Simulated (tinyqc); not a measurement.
## Van der Pauw, Hall and four-point-probe measurements on a doped layer: correction factor against the shape of the sample

A uniform n-type layer with sheet resistance Rs = 1/(q ns mu), point contacts, low field (mu B small).

Rs = 1/(q ns mu). For a rectangle with contacts at the corners, RA = (8 Rs/pi) sum_(k>=0) ln coth((2k + 1) pi a/(2 b)) with current along a short side b and voltage along the opposite one, RB the same with a and b exchanged. ar = a/b. F = Rs/[(pi/ln 2)(RA + RB)/2]; small-asymmetry estimate 1 - (ln 2/2) d^2 - ((ln 2)^2/4 - (ln 2)^3/12) d^4 with d = (RB - RA)/(RB + RA).

Inputs (values chosen for the exercise): sheet density of the layer ns = 2.5e15 cm^-2; drift mobility mu = 120 cm^2/(V s).

Constants: q = 1.602176634e-19 C. Results are converted to the units shown.

Correction factor against the shape of the sample:
```
ar    RA (ohm)  RB (ohm)    RB/RA       F  estimate of F
1        4.590     4.590    1.000   1.000          1.000
1.34     1.574     10.29    6.536  0.7740         0.7861
1.69    0.5240     17.06    32.55  0.5221         0.6213
2.03    0.1801     23.96    133.1  0.3803         0.5767
2.37   0.06188     30.98    500.6  0.2958         0.5653
2.71   0.02127     38.03     1788  0.2413         0.5623
3.06  0.007082     45.31     6397  0.2026         0.5614
3.4   0.002434     52.38  2.152e4  0.1753         0.5612
```

RB/RA rises from 1.00 to 21500 and F falls from 1.00 to 0.175. The estimate is 19 % above F at a/b = 1.69 and 3.20 times it in the last row. RA shrinks about as exp(-pi a/b): by a factor of 2.91 between the last two rows, against 2.91.

Computed by the program tinyqc: `OMP_NUM_THREADS=1 python tinyqc.py 2850196 2850197 out.jsonl`, one thread of a shared Intel Xeon 2.30GHz, about 0.01 s for the whole run.
